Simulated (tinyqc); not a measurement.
Free and trapped electrons in a MOS channel with a dense trap tail: one step of the calculation.

p-type body, charge-sheet picture, full ionisation (an idealisation for deep acceptors), Boltzmann statistics for free electrons. e = Ec - EF at the surface. Acceptor-like traps of density D(E) = D0 + De exp(-E/Ew) at depth E below Ec, from 0 to Eu, hold n_t = integral of D(E)/(1 + exp((e - E)/Vt)). psi = Eg - Vt ln(Nv/Na) - e; N_dep = sqrt(2 eps0 eps_r Na (psi - Vt)/q); n_f = sqrt(N_dep^2 + 2 eps0 eps_r Vt Nc exp(-e/Vt)/q) - N_dep; Vg = Vfb + psi + q (N_dep + n_t + n_f)/Cox, Cox = eps0 eox/tox.

Problem. Trapped charge. Trapezoid rule on 16 equal steps from 0 to Eu, f = 1/(1 + exp((e - E)/Vt)).

Values chosen for this exercise; band and dielectric values close to those of 4H silicon carbide: temperature T = 400 K; constant background density of acceptor-like traps D0 = 5.1e10 cm^-2 eV^-1; density of the tail at the conduction edge De = 1.3e13 cm^-2 eV^-1; decay energy of the tail Ew = 0.14 eV; depth below Ec down to which the traps reach Eu = 0.96 eV; Ec - EF at the surface e = 0.167 eV.

Constants: q = 1.602176634e-19 C, kB = 1.380649e-23 J/K, Vt = kB T/q. Results are converted to the units shown.

Find: E; D(E) f; n_t.

Solution.

```
point,E (eV),D(E) f (cm^-2 eV^-1)
0,0,1.019e11
1,0.06000,3.658e11
2,0.1200,1.134e12
3,0.1800,2.162e12
4,0.2400,2.135e12
5,0.3000,1.544e12
6,0.3600,1.041e12
7,0.4200,6.978e11
8,0.4800,4.726e11
9,0.5400,3.257e11
10,0.6000,2.299e11
11,0.6600,1.676e11
12,0.7200,1.269e11
13,0.7800,1.005e11
14,0.8400,8.322e10
15,0.9000,7.199e10
16,0.9600,6.467e10
```

n_t = 6.445e11 cm^-2

Computed by the program tinyqc: `OMP_NUM_THREADS=1 python tinyqc.py 2222212 2222213 out.jsonl`, one thread of a shared Intel Xeon 2.30GHz, about 0.02 s for the whole run.
